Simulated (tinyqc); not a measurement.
Transfer-length model of a contact: two steps of the calculation.

A metal contact of length d and width W on a thin layer of the same width. The metal has no resistance, the sheet resistance under it equals Rsh, and current enters the layer at the front edge x = 0.

Inputs (values chosen for the exercise):
- d = 0.066 um (contact length)
- W = 0.33 um (contact width)

Question 1. Straight-line fit. Pairs of such contacts at gaps L have R_T = Rsh L/W + 2 Rc. The values of R_T were made from Rsh and rc with a random scatter of 0.2 % and are treated as data. Least squares: slope = sum (L - mean L)(R_T - mean R_T)/sum (L - mean L)^2, intercept = mean R_T - slope mean L. Rsh = slope W, Rc = intercept/2, and A = Rc/slope is half the distance from the origin to the zero of the line.

| gap | L (um) | R_T (ohm) |
|---|---|---|
| 1 | 0.05 | 360.58 |
| 2 | 0.094 | 495.73 |
| 3 | 0.18 | 754.44 |
| 4 | 0.33 | 1206 |
| 5 | 0.61 | 2064.7 |
| 6 | 1.1 | 3536.8 |

Find: slope; intercept; Rsh; Rc; A.

Answer 1.

slope = 3027 ohm/um
intercept = 210.4 ohm
Rsh = 998.9 ohm/sq
Rc = 105.2 ohm
A = 0.03476 um

Question 2. Transfer length. A = Lt coth(d/Lt) is solved for Lt, starting from Lt = A. Lt(new) = A tanh(d/Lt).

A = 0.034762715 um
Lt after iteration 1 = 0.033237196 um

Give: Lt after iteration 2.

Answer 2.

Lt after iteration 2 = 0.033477 um

Program tinyqc, `OMP_NUM_THREADS=1 python tinyqc.py 2760087 2760088 out.jsonl`; Intel Xeon 2.30GHz, shared host, one thread, about 0.01 s.
